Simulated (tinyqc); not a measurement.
# Changing the temperature T

Model: Heisenberg magnet: exchange from energy differences, ordering vector, linear spin waves and ordering temperature. Computed by tinyqc, a small Python program. Command: `OMP_NUM_THREADS=1 python tinyqc.py 3022043 3022044 out.jsonl magnon sweep`. One thread of a shared host (Intel(R) Xeon(R) Processor @ 2.30GHz), about 0.8 s of CPU time with the checks.

H = -sum over pairs <ij> J_ij S_i.S_j - K sum_i (S_i^z)^2, each pair once, J > 0 ferromagnetic. First neighbours: 12 at a (0.5, 0.5, 0), second: 6 at a (1, 0, 0), with all permutations and signs.

Inputs (values chosen for the exercise, for a model magnet):
```
quantity                  value  unit
exchange J1               0.213   meV
exchange J2              -0.038   meV
spin S                      2.5     -
single-ion anisotropy K   0.013   meV
mesh divisions n             16     -
```

Lattice: fcc. Order: ferromagnetic.

Constants: k_B = 8.617333262e-05 eV/K.

Method:
- J(q) = J1 g1(q) + J2 g2(q), g_s(q) = sum over shell s of cos(q.R).
- g_s(q) = sum over shell s of cos(q.R), z1 = g1(0). E(q) = S [J(0) - J(q)] + (2S - 1) K, J(q) = J1 g1 + J2 g2. The factor 2S - 1 removes the anisotropy for S = 1/2.
- Mesh: q = sum_i (m_i + 1/2)/n b_i, m_i = 0..n-1, b = [[-1, 1, 1], [1, -1, 1], [1, 1, -1]] in 2 pi/a; <..> is the mean over the mesh.
- n = 1/(exp(E/(k_B T)) - 1); no zero-point loss; thermal loss <n>; moment = S less the losses.

One run for each value:
```
temperature T (K)  thermal loss  moment <S^z>
21                        0.132         2.368
26                        0.195         2.305
32                        0.281         2.219
39                        0.391         2.109
49                        0.559         1.941
75                        1.024         1.476
93                        1.358         1.142
```

Give the missing row, temperature T (K) = 61.

Computed row:
```
temperature T (K)  thermal loss  moment <S^z>
61                        0.770         1.730
```

Interpolating between the two neighbouring rows (linearly) misses most in thermal loss, by 0.47 %. Over the rows, thermal loss rises from 0.132 to 1.36 (exponent d ln y / d ln x 1.8 between the first rows and 1.3 between the last); moment <S^z> falls from 2.37 to 1.14 (exponent d ln y / d ln x -0.13 between the first rows and -1.2 between the last). Bloch's law for a gapless three-dimensional ferromagnet has the exponent 3/2; a gap or a coarse mesh steepens the low rows, and once k_B T nears the band width the exponent sinks towards 1.

Caution (rows 39.0, 49.0, 61.0, 75.0, 93.0): with so many magnons their interaction matters and linear theory fails.
